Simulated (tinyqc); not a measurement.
Inside a calculation: armchair graphene nanoribbon in tight binding. Values are carried at full precision from step to step, so a last printed digit may differ when a step is redone from the rounded ones.

An armchair ribbon of N dimer lines, width (N - 1) sqrt3 acc/2, period 3 acc, one pz orbital a site. In line n, A_n binds to B_n with -t exp(ik/3), times (1 + d) in the two edge lines, and to B_(n-1) and B_(n+1) with -t exp(-ik/6); k runs from -pi to pi. For d = 0 the modes across the ribbon are sin(n p pi/(N + 1)), p = 1 to N, with E = -/+ t sqrt(1 + 4 c^2 + 4 c cos(k/2)), c = cos(p pi/(N + 1)).

Values chosen for the exercise (near those used for graphene; the results hold for these values, not for the real material):

| symbol | value | unit | meaning |
|---|---|---|---|
| t | 2.92 | eV | hopping |
| N | 3 |  | dimer lines |
| k | 2.93 |  | k times the period 3 acc |
| d | 0.12 |  | relative strengthening of the edge bonds |

## Transverse modes without edge correction

For each p give c, |E| at k = 0, t |1 + 2c|, and |E| at the given k.

Modes:

| p | c | \|E\| at k = 0 (eV) | \|E\| at k (eV) |
|---|---|---|---|
| 1 | 0.7071 | 7.0495 | 5.3034 |
| 2 | 0.0000 | 2.9200 | 2.9200 |
| 3 | -0.7071 | 1.2095 | 4.7992 |

N = 3 = 3 x 1 + 0. No mode has c = -1/2; the nearest, p = 3, leaves a gap of 2.4190 eV.

## The Hamiltonian at k

Fill in the matrix.

H(k) (eV):
```
                 A1               A2               A3               B1               B2               B3
A1                0                0                0  -1.8307-2.7100i  -2.5787+1.3699i                0
A2                0                0                0  -2.5787+1.3699i  -1.6346-2.4196i  -2.5787+1.3699i
A3                0                0                0                0  -2.5787+1.3699i  -1.8307-2.7100i
B1  -1.8307+2.7100i  -2.5787-1.3699i                0                0                0                0
B2  -2.5787-1.3699i  -1.6346+2.4196i  -2.5787-1.3699i                0                0                0
B3                0  -2.5787-1.3699i  -1.8307+2.7100i                0                0                0
```

## Levels at k

Diagonalise H.

levels (eV): -5.4689  -4.8392  -3.2704  3.2704  4.8392  5.4689

The levels come in pairs +E, -E because only A-B bonds occur.

## The gap with the edge correction

First order in d: for the mode p nearest to c = -1/2 the gap is 2t |1 + 2c + d w|, w = 4 sin^2(p pi/(N + 1))/(N + 1) being the weight on the two edge lines. Compare with twice the smallest |E| of H(0).

p = 3
w = 0.5000
gap to first order = 2.0686 eV
gap from H(0) = 2.0760 eV

First order misses the full value by -7.4 meV.

## Checks

- Positive levels of H(k) for d = 0 against the mode formula: they agree to 1e-10 or better.

Computed by tinyqc, a small Python program: `OMP_NUM_THREADS=1 python tinyqc.py 1482494 1482495 out.jsonl` (the numbers bound the seed that draws the inputs); one thread of a shared host (Intel(R) Xeon(R) Processor @ 2.30GHz), about 0.02 s for the whole set of steps.
